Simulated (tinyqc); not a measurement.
Worked calculation: coherent transport through a tight-binding region between two chains. One step of it, computed by the program tinyqc.

Task: Transmission at E = 0.25 eV. Surface Green function g = (E - i sqrt(4 t^2 - E^2)) / (2 t^2); self-energy tc^2 g on each contact site; G = (E - H - Sigma)^(-1); Gamma = -2 Im Sigma; T = Gamma_L Gamma_R |G_LR|^2; local density of states -Im G_ii / pi.

H of the central region (eV), lower triangle:
```
           1          2          3          4          5         6
1   0.000000
2  -1.150000   0.000000
3   0.000000  -1.150000   0.000000
4   0.000000   0.000000  -1.150000   0.000000
5   0.000000   0.000000   0.000000  -1.150000   0.000000
6  -1.150000   0.000000   0.000000   0.000000  -1.150000  0.000000
```

Leads: semi-infinite chains with site energy 0:
```
parameter                           value
lead hopping t (eV)              1.480000
coupling to the left lead (eV)   0.380000
coupling to the right lead (eV)  1.420000
left contact site                       1
right contact site                      6
```

E = 0.250000 eV

Give: g; G; local density of states; transmission.

Result:

g = 0.0571-0.6733i 1/eV

G (1/eV), lower triangle:
```
                 1                2                3                4
1  -0.0713-0.2507i
2   0.4478-0.0256i  -0.1480-0.0233i
3  -0.0260+0.2563i   0.4540+0.0307i  -0.0726-0.2630i
4  -0.4421-0.0301i   0.0493+0.0166i   0.4314+0.0265i  -0.1431-0.0224i
5   0.1222-0.2498i  -0.4647-0.0343i  -0.0211+0.2572i   0.4693-0.0216i
6   0.4156+0.0844i   0.0517-0.0092i  -0.4268-0.0824i   0.0411+0.0271i

                 5                6
5  -0.0809-0.2525i
6   0.4179+0.0765i  -0.1319-0.0437i
```

local density of states (1/eV): 0.0798  0.0074  0.0837  0.0071  0.0804  0.0139

transmission = 0.0949
